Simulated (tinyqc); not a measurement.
Box-like doped layer, carriers, mobility and sheet resistance with incomplete ionisation: one step of the calculation.

An n-type layer from the surface x = 0 to the junction xj, N(x) = N0 for x < xb and N0 10^(-(x - xb)/Lt) beyond. Local neutrality (no depletion at surface or junction, no spilling of carriers), intrinsic carriers neglected, Boltzmann statistics.

Task. Sheet quantities by the trapezoid rule. Dose = integral of N, carrier sheet density = integral of n, 1/Rs = q integral of n mu, mean mobility 1/(q Rs sheet density), Hall mobility (unit Hall factor) = integral of n mu^2 over integral of n mu, Hall sheet density = (integral of n mu)^2/integral of n mu^2; all from 0 to xj.

Constants: q = 1.602176634e-19 C. Results are converted to the units shown.

| point | x (nm) | N (cm^-3) | n (1e17 cm^-3) | mu (cm^2/(V s)) |
|---|---|---|---|---|
| 0 | 0.00000 | 3.1e17 | 2.2592061 | 684.75800 |
| 1 | 15.57904 | 3.1e17 | 2.2592061 | 684.75800 |
| 2 | 31.15807 | 3.1e17 | 2.2592061 | 684.75800 |
| 3 | 46.73711 | 3.1e17 | 2.2592061 | 684.75800 |
| 4 | 62.31614 | 3.1e17 | 2.2592061 | 684.75800 |
| 5 | 77.89518 | 3.1e17 | 2.2592061 | 684.75800 |
| 6 | 93.47421 | 3.1e17 | 2.2592061 | 684.75800 |
| 7 | 109.05325 | 3.1e17 | 2.2592061 | 684.75800 |
| 8 | 124.63229 | 3.1e17 | 2.2592061 | 684.75800 |
| 9 | 140.21132 | 1.7470490e17 | 1.3889393 | 815.83729 |
| 10 | 155.79036 | 7.2833067e16 | 0.6292749 | 1008.5925 |
| 11 | 171.36939 | 3.0363520e16 | 0.2661870 | 1170.6783 |
| 12 | 186.94843 | 1.2658307e16 | 0.1019065 | 1289.8096 |
| 13 | 202.52746 | 5.2771466e15 | 0.0304202 | 1367.3725 |
| 14 | 218.10650 | 2.2e15 | 0.0000000 | 1412.4169 |

Give: dose; carrier sheet density; Rs; mean mobility; Hall mobility; Hall sheet density.

Result.

dose = 4.5677e12 cm^-2
carrier sheet density = 3.3682e12 cm^-2
Rs = 2601.2 ohm/square
mean mobility = 712.40 cm^2/(V s)
Hall mobility = 724.58 cm^2/(V s)
Hall sheet density = 3.3115e12 cm^-2

Carriers make up 73.7 % of the dose. A Hall measurement weights the mobile tail, so its sheet density is 1.7 % below the true one.

Numbers from tinyqc (`OMP_NUM_THREADS=1 python tinyqc.py 2110022 2110023 out.jsonl`; about 0.01 s on one thread of a shared Intel Xeon 2.30GHz).
